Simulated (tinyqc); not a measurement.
Plane-wave Kohn-Sham cycle with exchange-only LDA in a layered model solid, step by step. One step of it, computed by the program tinyqc.

Question. Iteration 2: levels at that k. Diagonalise the Hermitian matrix.

H (hartree), lower triangle:
```
           -3         -2         -1         +0         +1         +2        +3
-3   1.531637
-2  -0.051760   0.544677
-1  -0.000305  -0.051760  -0.047499
+0   0.000042  -0.000305  -0.051760  -0.244891
+1   0.000008   0.000042  -0.000305  -0.051760  -0.047499
+2   0.000001   0.000008   0.000042  -0.000305  -0.051760   0.544677
+3   0.000000   0.000001   0.000008   0.000042  -0.000305  -0.051760  1.531637
```

Give: eigenvalues.

Answer.

eigenvalues (hartree): -0.2694  -0.0517  -0.0278  0.5465  0.5465  1.5343  1.5343
